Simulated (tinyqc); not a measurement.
Atomic layer deposition: Langmuir saturation, growth per cycle and coating of deep features: one step, computed by the program tinyqc. Command: `OMP_NUM_THREADS=1 python tinyqc.py 3021080 3021081 out.jsonl ald walk`. One thread of a shared host (Intel(R) Xeon(R) Processor @ 2.30GHz), about 0.02 s of CPU time with the checks.

Precursor A sticks only on free sites, so a long enough pulse saturates; co-reactant B then frees the sites again.

Problem. Flux and saturation time. Wall flux F = p/sqrt(2 pi M k_B T); rate of filling k_a = beta F/q; desorption k_d = 1e13 exp(-E_d/(k_B T)) per second. 1/m^2 = 1e-18/nm^2. Temperatures in kelvin are T(C) + 273.15.

Inputs (values chosen for the exercise, modelled on zinc oxide from diethylzinc and water):
```
quantity                                  value    unit
precursor mass M                            124       u
site density q                              7.1  1/nm^2
sticking probability beta on free sites  0.0012       -
precursor pressure p                        2.6      Pa
temperature T                               200       C
desorption energy E_d                      1.55      eV
```

Constants: u = 1.6605390666e-27 kg; k_B = 1.380649e-23 J/K; k_B = 8.617333262e-05 eV/K.

Give: flux F; k_a; k_d; time to 99 % without desorption, ln(100)/k_a.

Solution.

flux F = 28282 1/(nm^2 s)

k_a = 4.780 1/s

k_d = 3.091e-04 1/s

time to 99 % without desorption, ln(100)/k_a = 0.9634 s
